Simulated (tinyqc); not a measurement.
## Double-gate transistor, scale length and short-channel effects: effect of the insulator thickness

A body of thickness ts between two insulators of thickness ti and two tied gates. Below threshold the potential that source and drain add obeys Laplace's equation and vanishes on the gate. Its lowest mode decays along the channel as exp(-k y); k is the smallest positive root of the matching condition at the interface, and the scale length is Lambda = pi/k.

k is the smallest positive root of f(k) = ei cos(k ti) cos(k ts/2) - eps_r sin(k ti) sin(k ts/2). Along the channel psi(y) = s + a exp(y/l) + b exp(-y/l) with psi(0) = Vbi, psi(L) = Vbi + Vds and l = 1/k = Lambda/pi; with A = Vbi - s, B = A + Vds, x = exp(-L/l): a = (B - A x) x/(1 - x^2), b = (A - B x)/(1 - x^2). The minimum is s + 2 sqrt(a b), at y = (l/2) ln(b/a). The long-channel potential follows the gate as s = sT + (Vg - VTL)/m, and the threshold VT is the gate voltage at which the minimum equals sT. Swing = m Vt ln 10/g at threshold, g = d(minimum)/ds = 1 - (b x + a)/((1 + x) sqrt(a b)). DIBL = [VT(0.05 V) - VT(Vds)]/(Vds - 0.05 V). sT and Vbi are held fixed; m = 1.

Parameters, values chosen for the exercise; permittivities: semiconductor close to that of silicon, insulator close to that of silicon dioxide: temperature T = 350 K; relative permittivity of the semiconductor eps_r = 11.9; relative permittivity of the insulator ei = 3.75; body thickness ts = 8.6 nm; channel length L = 31 nm; potential of the source Vbi = 0.92 V; potential of the barrier top at threshold sT = 0.64 V; drain voltage Vds = 0.6 V.

Constants: q = 1.602176634e-19 C, kB = 1.380649e-23 J/K, Vt = kB T/q. Results are converted to the units shown.

Result of one run:
```
Lambda (nm)  L/Lambda  VT - VTL at Vds (mV)  DIBL (mV/V)  swing (mV/decade)
20.05           1.546                -107.9        78.96              86.29
```

Which insulator thickness ti gave this result: 1.1, 1.4, 1.8 or 2.4 nm?

ti = 2.4 nm.

The whole series:
```
ti (nm)  Lambda (nm)  L/Lambda  VT - VTL at Vds (mV)  DIBL (mV/V)  swing (mV/decade)
0.5            11.61     2.669                -15.54        11.03              71.96
0.65           12.43     2.494                -20.70        14.74              72.79
0.84           13.42     2.311                -28.03        20.01              73.96
1.1            14.68     2.112                -39.20        28.11              75.72
1.4            16.04     1.932                -53.41        38.49              77.94
1.8            17.73     1.749                -74.09        53.73              81.14
2.4            20.05     1.546                -107.9        78.96              86.29
```

As ti goes from 0.5 to 2.4 nm, Lambda rises from 11.6 to 20.1 nm, DIBL rises from 11.0 to 79.0 mV/V and the swing rises from 72.0 to 86.3 mV a decade. On average Lambda goes as ti^(0.35).

Program tinyqc, `OMP_NUM_THREADS=1 python tinyqc.py 2420106 2420107 out.jsonl`; Intel Xeon 2.30GHz, shared host, one thread, about 0.01 s.
